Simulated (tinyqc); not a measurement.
Strained alloy layer of InAs and AlAs on (001) InP, model-solid band line-up: one step of the calculation.

The layer is x parts of the first compound and 1 - x of the second, grown coherently on the third as substrate and barrier. Rows of the table: lattice constant a, average valence level Ea on an absolute scale, spin-orbit splitting so, gaps at Gamma, X and L, hydrostatic deformation potentials av and ac (Gamma), shear potential b, elastic constants, electron and heavy-hole (along z) masses. All are interpolated linearly in x; gaps get -C x (1 - x), taken wholly in the conduction band; real line-ups can differ from this model by 0.1 eV or more.

Problem. Band edges and offsets. In-plane strain e = (a_substrate - a)/a, e_z = -2 (c12/c11) e, volume change 2 e + e_z. With v = 2 e + e_z and d = 2 b (e_z - e): Eav = Ea + av v; E_hh = Eav + so/3 - d/2; E_lh = Eav - so/6 + d/4 + sqrt(so^2 + so d + 9 d^2/4)/2; E_c = Ea + so/3 + EG + ac v (Gamma). Substrate: E_v = Ea + so/3, E_c = E_v + EG. Well depths: dEc = E_c(substrate) - E_c, dEhh = E_hh - E_v(substrate), dElh likewise; strained Gamma gap E_c - max(E_hh, E_lh); positive values confine carriers in the layer.

Parameters, values chosen for the exercise:
```
symbol,value,unit,meaning
x,0.58,,fraction of the first compound in the layer
CG,0.7,eV,bowing of the Gamma gap
CX,0,eV,bowing of the X gap
CL,0,eV,bowing of the L gap
```

Binary compounds, values chosen for the exercise:
```
              close to InAs  close to AlAs  close to InP
a (angstrom)          6.058          5.661         5.869
Ea (eV)               -6.67          -7.49         -7.04
so (eV)               0.382          0.281         0.109
EG (eV)               0.353           2.98          1.34
EX (eV)                1.39           2.18          2.18
EL (eV)                1.06           2.38          1.91
av (eV)               0.992           2.45          1.25
ac (eV)               -5.06          -5.57         -5.08
b (eV)                -1.82          -1.51         -1.69
c11 (GPa)                84            124           101
c12 (GPa)              45.2           53.7          55.4
me (m0)               0.023           0.15         0.079
mh (m0)               0.335          0.467          0.53
```

Wanted: d; E_hh; E_lh; E_c; strained Gamma gap; dEc; dEhh; dElh.

Solution.

d = -0.025127 eV
E_hh = -6.8949 eV
E_lh = -6.9191 eV
E_c = -5.5948 eV
strained Gamma gap = 1.3001 eV
dEc = -0.068853 eV
dEhh = 0.10877 eV
dElh = 0.084601 eV

The heavy-hole band lies on top, by 24.2 meV. At Gamma the line-up is type II, holes in the layer and electrons outside.

Numbers from tinyqc (`OMP_NUM_THREADS=1 python tinyqc.py 2690079 2690080 out.jsonl`; about 0.01 s on one thread of a shared Intel Xeon 2.30GHz).
